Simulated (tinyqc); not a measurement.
From results back to parameters: square lattice in a magnetic field (Harper-Hofstadter model).

Problem. For flux 1/3 or 2/3 the levels obey E^3 - 3 (tx^2 + ty^2) E + 2 tx^3 cos(3 kx) + 2 ty^3 cos(3 ky) = 0. The three levels at (0, 0) were computed from hidden tx >= ty.

levels (meV): -4.783562  1.283562  3.500000

Find: tx^2 + ty^2; tx^3 + ty^3; tx; ty.

Solution. The sum of the squares of the roots is 6 (tx^2 + ty^2) and their product is -2 (tx^3 + ty^3); on the arc tx >= ty the sum of cubes rises with tx, so one pair fits.

tx^2 + ty^2 = 6.130
tx^3 + ty^3 = 10.745
tx = 1.80 meV
ty = 1.70 meV

(tinyqc, `OMP_NUM_THREADS=1 python tinyqc.py 1250341 1250342 out.jsonl`, Intel(R) Xeon(R) Processor @ 2.30GHz, 1 thread, shared host, about 0.01 s.)
